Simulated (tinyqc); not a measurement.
From results back to parameters: static screening by free carriers. Four cases, with inputs chosen for the exercise.

Problem. At zero temperature the gas shows Friedel oscillations of period pi/kF and a Thomas-Fermi length 1/qTF; n and m are hidden.

kF = (3 pi^2 n/Mv)^(1/3), EF = c kF^2/m with c = hbar^2/2m0, n in 1/angstrom^3 (1e-24 per 1/cm^3), e2 = e^2/(4 pi eps0). Thomas-Fermi: qTF^2 = 6 pi e2 n/(eps EF). Debye: qD^2 = 4 pi e2 n/(eps kB T).

Constants: hbar^2/2m0 = 3.80998211 eV angstrom^2; e^2/(4 pi eps0) = 14.39964547 eV angstrom.

Find: kF; n; m.

Method. kF = pi/period and n = Mv kF^3/(3 pi^2); qTF^2 = 2 e2 Mv m kF/(pi eps c) then gives m.

Case 1.

Values chosen (out of a larger set: near those of Ge; not measured data): Mv = 4 (valleys); eps = 16.8 (background dielectric constant).

period = 31.0447 angstrom
1/qTF = 8.96131 angstrom

Solution.

kF = 0.1012 1/angstrom
n = 1.40e+20 1/cm^3
m = 0.215 m0

Case 2.

Values chosen (out of a larger set: near those of GaAs; not measured data): Mv = 1 (valleys); eps = 13.3 (background dielectric constant).

period = 200.460 angstrom
1/qTF = 72.4479 angstrom

Solution.

kF = 0.01567 1/angstrom
n = 1.30e+17 1/cm^3
m = 0.067 m0

Case 3.

Values chosen (out of a larger set: a free-electron density near that of Al; not measured data): Mv = 1 (valleys); eps = 1 (background dielectric constant).

period = 1.81550 angstrom
1/qTF = 0.490082 angstrom

Solution.

kF = 1.730 1/angstrom
n = 1.75e+23 1/cm^3
m = 1.000 m0

Case 4.

Values chosen (out of a larger set: near those of Si; not measured data): Mv = 6 (valleys); eps = 11.8 (background dielectric constant).

period = 67.9803 angstrom
1/qTF = 7.38962 angstrom

Solution.

kF = 0.04621 1/angstrom
n = 2.00e+19 1/cm^3
m = 0.324 m0

Computed by tinyqc, one run a case: `OMP_NUM_THREADS=1 python tinyqc.py N N+1 out.jsonl` with N = 1681280, 1681319, 1681330, 1681383; one thread of a shared Intel(R) Xeon(R) Processor @ 2.30GHz, about 0.01 s a run at most.
